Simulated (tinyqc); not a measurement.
# One-dimensional ballistic tunnel FET, two-band WKB: two studies

A p-type source for x < 0 with its Fermi level at 0 and its valence edge at ds; in the channel the bands fall as D exp(-x/lam) towards their flat values, with the conduction edge at Ec = ds - dP and D = dP + Eg. The gate moves dP one to one. The drain Fermi level lies at -Vd and the drain side reflects nothing. For w = E - Ec between 0 and dP an electron crosses the gap. Two-band dispersion with equal masses m: inside the gap kappa = sqrt(m u (1 - u/Eg)/C), u the distance from a band edge, C = hbar^2/(2 m0).

Inputs (values chosen for the exercise); band and dielectric values close to those of indium phosphide:
- T = 77 K (temperature)
- Eg = 1.32 eV (band gap)
- m = 0.084 m0 (band-edge mass of the two-band model)
- lam = 2.9 nm (screening length of the source junction)
- ds = 0.03 eV (source valence edge above the source Fermi level)
- Vd = 0.1 V (drain bias)
- g = 2 (number of degenerate subbands (spin apart))
- dP = 0.26 eV (tunnelling window Ev(source) - Ec(channel))

Constants: q = 1.602176634e-19 C, kB = 1.380649e-23 J/K, hbar = 1.054571817e-34 J s, h = 6.62607015e-34 J s, m0 = 9.1093837015e-31 kg, Vt = kB T/q, hbar^2/(2 m0) = 0.0380998212 eV nm^2. Results are converted to the units shown.

Each table varies one quantity; the others keep the values above.

## Effect of the screening length

S(w) = 2 lam int_0^Eg kappa(u) du/(w + Eg - u) = 2 pi lam sqrt(m/(C Eg)) [w + Eg/2 - sqrt(w (w + Eg))], T(w) = exp(-S). I = g (2 q^2/h) int_0^dP T(w) [f(E) - f(E + Vd)] dw, E = ds - dP + w, f(x) = 1/(1 + exp(x/Vt)). Swing = d(dP)/d(log10 I).

Results:
```
lam (nm),T(w = dP),I (uA),swing (mV/decade)
1,0.1037,1.148,460.5
1.7,0.02123,0.1884,275.6
3.1,8.895e-4,0.005248,156.0
3.9,1.452e-4,6.905e-4,126.1
4.6,2.971e-5,1.182e-4,108.3
5.3,6.082e-6,2.042e-5,95.19
6,1.245e-6,3.554e-6,85.06
```

Estimate the missing row, lam = 2.4 nm.

Computed row:
```
lam (nm),T(w = dP),I (uA),swing (mV/decade)
2.4,0.004346,0.03128,198.4
```

With this row back in the table: I falls from 1.15 to 3.55e-6 uA, on average 1.10 decades a nanometre; S is proportional to lam, and at w = dP it gives 0.984. The swing falls from 461 to 85.1 mV/decade.

## Effect of the source degeneracy

Same model as above.

Effect of the source degeneracy:
```
ds (eV),I (uA),swing (mV/decade)
-0.05,0.008243,204.0
0,0.01183,186.4
0.05,0.006539,150.9
0.1,0.002728,114.5
0.15,8.247e-4,80.47
0.2,1.367e-4,50.53
0.25,4.584e-6,21.85
0.3,4.132e-9,15.29
```

I goes from 0.00824 through a maximum of 0.0118 (at ds = 0 eV among the rows listed) to 4.13e-9 uA, and the swing falls from 204 to 15.3 mV/decade. The screening length is held fixed, though doping would change it.

Program tinyqc, `OMP_NUM_THREADS=1 python tinyqc.py 2620111 2620112 out.jsonl`; Intel Xeon 2.30GHz, shared host, one thread, about 0.02 s.
